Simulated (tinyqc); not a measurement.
Inside a calculation. Model: classical nucleation, growth and JMAK kinetics of crystallisation from a melt or glass. Computed by tinyqc, a small Python program that keeps every step. Command: `OMP_NUM_THREADS=1 python tinyqc.py 3013515 3013516 out.jsonl nucl walk`. One thread of a shared host (Intel(R) Xeon(R) Processor @ 2.30GHz), about 0.01 s of CPU time with the checks. Intermediate numbers are printed to about 7 digits and carried at full precision; extremes and crossings named in words are read from the listed rows.

A spherical nucleus with a sharp interface of isotropic energy gamma; lambda = Omega^(1/3) is the jump distance.

Inputs (values chosen for the exercise, for a model substance):
```
quantity                      value        unit
melting point T_m              1340           K
heat of melting per volume H   3710      J/cm^3
interface energy gamma        0.299       J/m^2
atomic volume Omega            14.2  angstrom^3
temperature T                   815           K
diffusion prefactor D0        6e-07       m^2/s
activation energy Q            1.71          eV
time t                        0.027           s
```

Nucleation: homogeneous. Driving force: Thompson-Spaepen.

Constants: e = 1.602176634e-19 C; k_B = 1.380649e-23 J/K; k_B = 8.617333262e-05 eV/K.

## Critical nucleus

Driving force per volume: dG = H [(T_m - T)/T_m] [2 T/(T_m + T)]. Shape factor f = 1. W(r) = f [4 pi r^2 gamma - (4/3) pi r^3 dG]; r* = 2 gamma/dG; W* = f 16 pi gamma^3/(3 dG^2); n* = f (4/3) pi r*^3/Omega.

driving force dG = 1099.433 J/cm^3

shape factor f = 1

critical radius r* = 0.5439168 nm

barrier W* = 2.312673 eV

atoms in the nucleus n* = 47.46763

W*/(k_B T) = 32.92940

W* equals n* Omega dG/2 = 2.313 eV.

## Steady nucleation rate

D = D0 exp(-Q/(k_B T)); attachment rate k+ = (A*/lambda^2) D/lambda^2 with A* = 4 pi r*^2; Zeldovich factor Z = sqrt(W*/(3 pi k_B T))/n*; sites per volume N = 1/Omega; I = N Z k+ exp(-W*/(k_B T)); lag time = 1/(4 pi Z^2 k+).

diffusivity D = 1.599163e-17 m^2/s

attachment rate k+ = 17289.52 1/s

Zeldovich factor Z = 0.03937846

sites N = 7.042254e+28 1/m^3

nucleation rate I = 2.397164e+17 1/(m^3 s)

lag time = 0.002968176 s

A cube of edge 100 nm waits 4200 s on average for its first nucleus. A rise of gamma by 5 % would change I by a factor of about exp(-W*/(k_B T) (1.05^3 - 1)) = 0.0056.

## Growth velocity

Growth (Wilson-Frenkel): u = (D/lambda) [1 - exp(-dG Omega/(k_B T))]. D = D0 exp(-Q/(k_B T)).

growth velocity u = 4.954782e-08 m/s

## Fraction transformed and grain size

JMAK with steady nucleation and growth, nuclei spread at random: extended fraction X_e = (pi/3) I u^3 t^4, X = 1 - exp(-X_e); t_X = [-3 ln(1 - X)/(pi I u^3)]^(1/4); final grains per volume = Gamma(5/4) (3/pi)^(1/4) (I/u)^(3/4), Gamma(5/4) = 0.9064024771. Grain size = (grains per volume)^(-1/3).

extended fraction = 1.622763e-11

fraction X at t = 1.622763e-11

half time t_0.5 = 12.27457 s

grains per volume = 2.922933e+18 1/m^3

grain size = 0.6994023 micrometre

t is 0.0022 half times: nearly nothing has crystallised.

## Nose of the time-temperature curve

JMAK with steady nucleation and growth, nuclei spread at random: extended fraction X_e = (pi/3) I u^3 t^4, X = 1 - exp(-X_e); t_X = [-3 ln(1 - X)/(pi I u^3)]^(1/4); final grains per volume = Gamma(5/4) (3/pi)^(1/4) (I/u)^(3/4), Gamma(5/4) = 0.9064024771. The nose is the T between 0.3 and 0.97 T_m where I u^3 is largest; the time is for X = 1e-6, and the critical cooling rate is estimated as (T_m - T_nose)/t_nose.

nose temperature = 914.6037 K

nose time = 0.1473123 s

critical cooling rate = 2887.718 K/s

The nose lies at 0.68 T_m. Rapid quenching of thin ribbons or droplets could reach this.

## Nucleation and growth against temperature

Grain size = (grains per volume)^(-1/3). Rows are kept where W*/(k_B T) < 70.

Rates:
```
T (K)  W*/(k_B T)  I (1/(m^3 s))       u (m/s)     t_0.5 (s)  grain size (micrometre)
670      31.65912   4.846820e+15  2.889702e-10  1.542394e+03             5.125596e-01
737      31.35571   9.244165e+16  4.058945e-09  1.017238e+02             4.748230e-01
804      32.57111   2.475027e+17  3.593185e-08  1.549511e+01             6.402805e-01
871      35.58427   7.800699e+16  2.215713e-07  5.284826e+00             1.346605e+00
938      41.16494   1.442539e+15  1.019682e-06  4.561092e+00             5.348470e+00
1005     51.07149   2.846392e+11  3.669103e-06  1.473010e+01             6.215294e+01
1072     69.56349   8.815708e+03  1.061527e-05  5.005375e+02             6.110318e+03
```

Among these rows I peaks at 804 K, u at 1072 K and the change is fastest at 938 K, between the two. Growth has no barrier W*, so it peaks nearer T_m than nucleation. The grain size goes as (u/I)^(1/4), from 0.51 micrometre at the lowest T to 6100 at the highest.

Checks made by the program: r* and W* against a numerical maximum of W(r) (relative difference below 1e-10).
